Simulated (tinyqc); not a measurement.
# Barrier and mass from two Fowler-Nordheim currents

Inverse problem. Fowler-Nordheim tunnelling through a dielectric follows J = A F^2 exp(-B/F), A = q^2 me/(16 pi^2 hbar m1 phi1) (A/V^2 with phi1 in volts), B = (4/3) sqrt(m1/C) phi1^1.5 (V/nm), C = hbar^2/(2 m0). Find B, A, phi1 and m1.

Values chosen for this exercise:
- me = 0.39 m0 (emitter mass in the supply function)

Constants: q = 1.602176634e-19 C, hbar = 1.054571817e-34 J s, m0 = 9.1093837015e-31 kg, hbar^2/(2 m0) = 0.0380998212 eV nm^2. Results are converted to the units shown.

J at F = 0.88 and 1.19 V/nm (A/cm^2): 7.0980528e-6  0.025394000

Answer. The slope of ln(J/F^2) against 1/F is -B and the intercept gives A. A fixes the product m1 phi1, and B = (4/3) phi1 sqrt(m1 phi1/C) then gives phi1.

B = 25.6 V/nm
A = 3.95e-7 A/V^2
phi1 = 3.04 eV
m1 = 0.500 m0

Computed by the program tinyqc: `OMP_NUM_THREADS=1 python tinyqc.py 2540158 2540159 out.jsonl`, one thread of a shared Intel Xeon 2.30GHz, about 0.03 s for the whole run.
